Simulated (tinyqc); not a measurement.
Absorption edge of a degenerate semiconductor, band filling against gap narrowing: two steps of the calculation.

n-type, parabolic bands, full ionisation. eta = (EF - Ec)/kB T solves N = Nc F12(eta), F12(x) = (2/sqrt(pi)) int_0^infinity sqrt(u)/(1 + exp(u - x)) du. The gap shrinks rigidly by dEg = a3 y^(1/3) + a4 y^(1/4) + a2 y^(1/2), y = N/1e18 cm^-3, an empirical law that is here taken as the true narrowing.

Inputs (values chosen for the exercise); band and dielectric values close to those of indium phosphide: temperature T = 400 K; band gap Eg = 1.32 eV; conduction-band density of states at 400 K, from me Nc = 8.55e17 cm^-3; electron mass me = 0.0788 m0; hole mass mh = 0.608 m0; ionised donor density N = 3.2e18 cm^-3; coefficient of (N/1e18)^(1/3) a3 = 12 meV; coefficient of (N/1e18)^(1/4) a4 = 9.4 meV; coefficient of (N/1e18)^(1/2) a2 = 3.4 meV.

Constants: q = 1.602176634e-19 C, kB = 1.380649e-23 J/K, h = 6.62607015e-34 J s, c = 299792458 m/s, Vt = kB T/q. Results are converted to the units shown.

Question 1. Fermi level. Newton step on ln F12(eta) = ln(N/Nc): eta(new) = eta - ln(Nc F12/N) F12/Fm, Fm(x) = dF12/dx = (1/sqrt(pi)) int_0^infinity u^(-1/2)/(1 + exp(u - x)) du.

eta at the start (Boltzmann value) = 1.3198

Give: F12; Fm; eta after iteration 1.

Answer 1.

F12 = 1.9269
Fm = 1.1696
eta after iteration 1 = 2.4135

Question 2. The optical edge. Vertical transitions need an empty final state: the edge is taken where the state lies 4 kB T below EF, E_opt = Eg - dEg + (1 + me/mh) max(eta - 4, 0) kB T; wavelength h c/(q E_opt).

converged eta = 2.5806886

Give: dEg; EF - Ec; filling shift; E_opt; wavelength.

Answer 2.

dEg = 36.34 meV
EF - Ec = 88.95 meV
filling shift = 0 meV
E_opt = 1.284 eV
wavelength = 965.9 nm

The edge lies 36.3 meV below the undoped gap: narrowing outweighs filling.

Range of the model: Band tails, non-parabolic bands and incomplete ionisation are left out.

Numbers from tinyqc (`OMP_NUM_THREADS=1 python tinyqc.py 2330107 2330108 out.jsonl`; about 0.01 s on one thread of a shared Intel Xeon 2.30GHz).
